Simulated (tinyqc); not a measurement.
Gate voltage for a given inversion charge.

Question. p-type body, charge-sheet picture, depletion and inversion only, full ionisation (an idealisation for deep acceptors), Boltzmann statistics (rough once Na exp(x - xn) passes about Nc/7). In units of Vt: xg = (Vg - Vfb)/Vt, x = psi/Vt, G = gamma/sqrt(Vt), xn = (2 phiF + Vc)/Vt. The implicit equation is (xg - x)^2 = G^2 [x - 1 + exp(x - xn)] for x above about 3. Cox = eps0 eox/tox. ni = sqrt(Nc Nv) exp(-Eg/(2 Vt)), Eg in volts; phiF = Vt ln(Na/ni); gamma = sqrt(2 q eps0 eps_r Na)/Cox. N_inv = (Cox Vt G/q) [sqrt(x - 1 + exp(x - xn)) - sqrt(x - 1)]. Find x - xn, psi and Vg.

Values chosen for this exercise; band and dielectric values close to those of silicon:
- T = 300 K (temperature)
- Eg = 1.12 eV (band gap)
- eps_r = 11.9 (relative permittivity)
- Nc = 2.85e19 cm^-3 (conduction-band density of states at T)
- Nv = 2.69e19 cm^-3 (valence-band density of states at T)
- eox = 25.7 (relative permittivity of the gate insulator (close to zirconium oxide))
- tox = 18 nm (insulator thickness)
- Na = 1.4e17 cm^-3 (acceptor density)
- Vfb = -0.54 V (flat-band voltage)
- Vc = 1 V (channel-body voltage)

Constants: q = 1.602176634e-19 C, kB = 1.380649e-23 J/K, Vt = kB T/q, eps0 = 8.8541878128e-14 F/cm where lengths are in cm. Results are converted to the units shown.

N_inv = 4.5e11 cm^-2

Answer. N_inv rises steadily with x, so it fixes x; the implicit equation then gives xg directly.

x - xn = 3.683
psi = 1.942 V
Vg = 1.697 V

Numbers from tinyqc (`OMP_NUM_THREADS=1 python tinyqc.py 2122026 2122027 out.jsonl`; about 0.01 s on one thread of a shared Intel Xeon 2.30GHz).
